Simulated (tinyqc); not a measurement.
Inside a calculation. Method: geometry optimisation on the RHF/sto-6g surface (energies and gradients from PySCF), for BeH2, spin multiplicity 1. One step of it, computed by the program tinyqc.

Problem. Step 1: move. Quasi-Newton step p = -H^(-1) g (first H = 1 times the unit matrix); steps longer than 0.1 bohr are cut back.

positions at the start (bohr):
```
            x          y         z
1Be  0.024566   0.041574  0.005669
2H   0.005669   2.424519  0.018897
3H   0.009449  -2.415070  0.062361
```

gradient (hartree/bohr):
```
               x            y            z
1Be   0.00068998   0.01822851  -0.00159514
2H   -0.00028470  -0.01102105   0.00069516
3H   -0.00040529  -0.00720746   0.00089998
```

Give: positions after step 1.

Solution.

positions after step 1 (bohr):
```
         x       y      z
1Be  0.024   0.023  0.007
2H   0.006   2.436  0.018
3H   0.010  -2.408  0.061
```
